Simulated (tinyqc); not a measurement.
Sensitivity of the reflectance: thin-film optics by transfer matrices.

Indices N = n + i k. Snell: N0 sin(theta) = N_j sin(theta_j), with Im(N_j cos theta_j) >= 0. Admittance y_j = N_j cos theta_j for s and N_j/cos theta_j for p. Phase delta_j = 2 pi N_j cos theta_j d_j/lambda. Layer matrix [[cos delta, -i sin delta/y], [-i y sin delta, cos delta]], multiplied from the top down to M. (B, C) = M (1, y_sub); r = (y0 B - C)/(y0 B + C), R = |r|^2, T = 4 Re y0 Re y_sub/|y0 B + C|^2, absorbed in the films 1 - R - T.

Values chosen for the exercise (indices near those of Si3N4 on Cu; shifted at random, so the results belong to these values and not to a real crystal):
- lam = 633 nm (vacuum wavelength)
- n0 = 1 (ambient index)
- n = (2.039, 0.269) (n of Si3N4, substrate)
- k = (0, 3.457) (k in the same order)
- d = (74) nm (thicknesses, top first)
- theta = 0 degrees (angle of incidence)

R for both polarisations.

Results for these values:

| case | R_s | R_p | T_s |
|---|---|---|---|
| base | 0.8427 | 0.8427 | 0.1573 |

What happens to each result for n = (2.08, 0.269), all else kept?

Answer: R_s rises from 0.8427 to 0.8501; R_p rises from 0.8427 to 0.8501; T_s falls from 0.1573 to 0.1499.

The same for each parameter in turn:

| case | R_s | R_p | T_s |
|---|---|---|---|
| base | 0.8427 | 0.8427 | 0.1573 |
| d = (79) nm | 0.8637 | 0.8637 | 0.1363 |
| n = (2.08, 0.269) | 0.8501 | 0.8501 | 0.1499 |
| k = (0, 3.813) | 0.8544 | 0.8544 | 0.1456 |
| lam = 638 nm | 0.8400 | 0.8400 | 0.1600 |
| theta = 5 degrees | 0.8424 | 0.8423 | 0.1576 |

Computed by tinyqc, a small Python program: `OMP_NUM_THREADS=1 python tinyqc.py 1680820 1680821 out.jsonl` (the numbers bound the seed that draws the inputs); one thread of a shared host (Intel(R) Xeon(R) Processor @ 2.30GHz), about 0.03 s for the whole set of steps.
